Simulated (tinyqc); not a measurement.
From results back to parameters: periodic multilayer mirror for extreme ultraviolet light. Five cases, with inputs chosen for the exercise.

Problem. With a mean index 1 - dm the Bragg wavelength is lam_B = 2 L sqrt((1 - dm)^2 - sin^2 theta). It is given at 0 degrees and at th2; L and dm are hidden. Then the absorber share is Gm = (dm - delta_S)/(delta_A - delta_S), with the first entries of dS and dA; L is the period.

Case 1.

Values chosen (out of a larger set: optical constants near those of Mo and Si at 13.5 nm; not measured data): th2 = 20 degrees (second angle); dA = (0.0783, 0.00618) (delta and beta of the absorber, N = 1 - delta + i beta); dS = (0.0012, 0.00178) (delta and beta of the spacer and the substrate).

lam_B at 0 = 13.746090 nm
lam_B at th2 = 12.872398 nm

Case 2.

Values chosen (out of a larger set: optical constants near those of Mo and Si at 13.5 nm; not measured data): th2 = 10 degrees (second angle); dA = (0.0783, 0.00656) (delta and beta of the absorber, N = 1 - delta + i beta); dS = (0.0009, 0.0017) (delta and beta of the spacer and the substrate).

lam_B at 0 = 13.672770 nm
lam_B at th2 = 13.451758 nm

Case 3.

Values chosen (out of a larger set: optical constants near those of Mo and Si at 13.5 nm; not measured data): th2 = 15 degrees (second angle); dA = (0.0748, 0.00636) (delta and beta of the absorber, N = 1 - delta + i beta); dS = (0.0011, 0.00169) (delta and beta of the spacer and the substrate).

lam_B at 0 = 13.466376 nm
lam_B at th2 = 12.978362 nm

Case 4.

Values chosen (out of a larger set: optical constants near those of Mo and Si at 13.5 nm; not measured data): th2 = 20 degrees (second angle); dA = (0.0784, 0.00674) (delta and beta of the absorber, N = 1 - delta + i beta); dS = (0.0011, 0.00171) (delta and beta of the spacer and the substrate).

lam_B at 0 = 13.498290 nm
lam_B at th2 = 12.633391 nm

Case 5.

Values chosen (out of a larger set: optical constants near those of Mo and Si at 13.5 nm; not measured data): th2 = 10 degrees (second angle); dA = (0.0752, 0.00678) (delta and beta of the absorber, N = 1 - delta + i beta); dS = (0.001, 0.00169) (delta and beta of the spacer and the substrate).

lam_B at 0 = 13.610616 nm
lam_B at th2 = 13.391111 nm

Find: L; dm; Gm.

Solution. The difference of the squares is 4 L^2 sin^2(th2); then 1 - dm = lam_B(0)/(2 L).

Case 1.

L = 7.050 nm
dm = 0.0251
Gm = 0.31

Case 2.

L = 7.050 nm
dm = 0.0303
Gm = 0.38

Case 3.

L = 6.940 nm
dm = 0.0298
Gm = 0.39

Case 4.

L = 6.950 nm
dm = 0.0289
Gm = 0.36

Case 5.

L = 7.010 nm
dm = 0.0292
Gm = 0.38

Computed by tinyqc, one run a case: `OMP_NUM_THREADS=1 python tinyqc.py N N+1 out.jsonl` with N = 1650583, 1650590, 1650594, 1650613, 1650631; one thread of a shared Intel(R) Xeon(R) Processor @ 2.30GHz, about 0.01 s a run at most.
